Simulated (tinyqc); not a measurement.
Free and nearly free electrons in a metal: one step. The sphere against the zone faces. Four cases, with inputs chosen for the exercise.

Task: Take G = (hkl) 2 pi/a for (111), (200) and (220), with the number of equivalent faces. The Bragg plane of G lies at |G|/2 with |G| = (2 pi/a) sqrt(h^2 + k^2 + l^2). Where kF exceeds it, the sphere cuts the plane in a circle of radius sqrt(kF^2 - G^2/4).

Case 1.

Values chosen (out of a larger set: near those of Au, whose d bands this model ignores; not measured data): a = 4.102 angstrom (fcc lattice constant).

kF = 1.197194 1/angstrom

Case 2.

Values chosen (out of a larger set: near those of Cu, whose d bands this model ignores; not measured data): a = 3.583 angstrom (fcc lattice constant).

kF = 1.370609 1/angstrom

Case 3.

Values chosen (out of a larger set: near those of Co, whose d bands this model ignores; not measured data): a = 3.538 angstrom (fcc lattice constant).

kF = 1.748823 1/angstrom

Case 4.

Values chosen (out of a larger set: near those of Au, whose d bands this model ignores; not measured data): a = 4.06 angstrom (fcc lattice constant).

kF = 1.209579 1/angstrom

Give: Distance and circle for each G.

Result:

Case 1.

Distance and circle for each G:
```
G      faces  |G|/2 (1/angstrom)  kF/(|G|/2)  circle radius
(111)      8              1.3265      0.9025              -
(200)      6              1.5317      0.7816              -
(220)     12              2.1662      0.5527              -
```

The sphere stays inside the first zone; it reaches 0.903 of the way to the nearest faces.

Case 2.

Distance and circle for each G:
```
G      faces  |G|/2 (1/angstrom)  kF/(|G|/2)  circle radius
(111)      8              1.5187      0.9025              -
(200)      6              1.7536      0.7816              -
(220)     12              2.4800      0.5527              -
```

The sphere stays inside the first zone; it reaches 0.903 of the way to the nearest faces.

Case 3.

Distance and circle for each G:
```
G      faces  |G|/2 (1/angstrom)  kF/(|G|/2)  circle radius
(111)      8              1.5380      1.1371         0.8325
(200)      6              1.7759      0.9847              -
(220)     12              2.5115      0.6963              -
```

The sphere crosses the (111) faces, so electrons spill into higher zones.

Case 4.

Distance and circle for each G:
```
G      faces  |G|/2 (1/angstrom)  kF/(|G|/2)  circle radius
(111)      8              1.3402      0.9025              -
(200)      6              1.5476      0.7816              -
(220)     12              2.1886      0.5527              -
```

The sphere stays inside the first zone; it reaches 0.903 of the way to the nearest faces.

Computed by tinyqc, one run a case: `OMP_NUM_THREADS=1 python tinyqc.py N N+1 out.jsonl` with N = 1650209, 1650627, 1650875, 1650969; one thread of a shared Intel(R) Xeon(R) Processor @ 2.30GHz, about 0.01 s a run at most.
